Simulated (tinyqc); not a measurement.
Worked calculation: tight binding, honeycomb lattice. One step of it, computed by the program tinyqc.

Problem. Bloch Hamiltonian at k. H_AB = -t1 (1 + exp(-i k.a1) + exp(-i k.a2)); H_AA = delta - 2 t2 sum cos(k.b + phi), H_BB = -delta - 2 t2 sum cos(k.b - phi), b = a1, a2 - a1, -a2.

Parameters chosen for this model:

| parameter | value | unit |
|---|---|---|
| t1 | 2.460000 | eV, nearest |
| t2 | 0.120000 | eV, second neighbours |
| phi | 1.570000 | rad, phase of t2 (Haldane) |
| delta | 0.440000 | eV, +/- on A and B |

k point k (fractions of the reciprocal vectors): -0.100000  -0.090000

Give: H(k) at k.

Solution.

H(k) at k (eV):
```
                 A                B
A           0.4421  -6.5272-2.7641i
B  -6.5272+2.7641i          -0.4431
```
